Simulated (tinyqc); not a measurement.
Minimum-mode following (dimer method) and harmonic rate on a two-dimensional model surface: one step, computed by the program tinyqc.

V(x, y) = -A (cos kx + cos ky) - B cos kx cos ky + (C sin ky + S sin kx)(1 - cos kx), k = 2 pi/a; the atom hops from the minimum at (0, 0) to that at (a, 0).

Question. Curvatures and frequencies. Diagonalise the Hessian at the start minimum and at the saddle; nu = 15.6333042 THz x sqrt(|lambda|/M).

Inputs (values chosen for the exercise, for a model surface):
```
quantity       value      unit
amplitude A     0.13        eV
amplitude B    -0.02        eV
skew C         0.016        eV
asymmetry S  -0.0081        eV
period a           3  angstrom
mass M          87.6         u
```

Surface: adatom on a square lattice.

positions (angstrom):
```
               x          y
start   0.000000   0.000000
end     3.000000   0.000000
saddle  1.570513  -0.099965
```

Constants: nu for 1 eV/(angstrom^2 u) = 15.6333042 THz.

Give: Hessian at the minimum; Hessian at the saddle; eigenvalues at the minimum; eigenvalues at the saddle; frequencies at the minimum; frequencies at the saddle (the first is imaginary).

Answer.

Hessian at the minimum (eV/angstrom^2):
```
        1       2
1  0.4825  0.0000
2  0.0000  0.4825
```

Hessian at the saddle (eV/angstrom^2):
```
         1        2
1  -0.4906  -0.0074
2  -0.0074   0.6717
```

eigenvalues at the minimum (eV/angstrom^2): 0.4825  0.4825

eigenvalues at the saddle (eV/angstrom^2): -0.4907  0.6717

frequencies at the minimum (THz): 1.160  1.160

frequencies at the saddle (the first is imaginary) (THz): 1.170  1.369
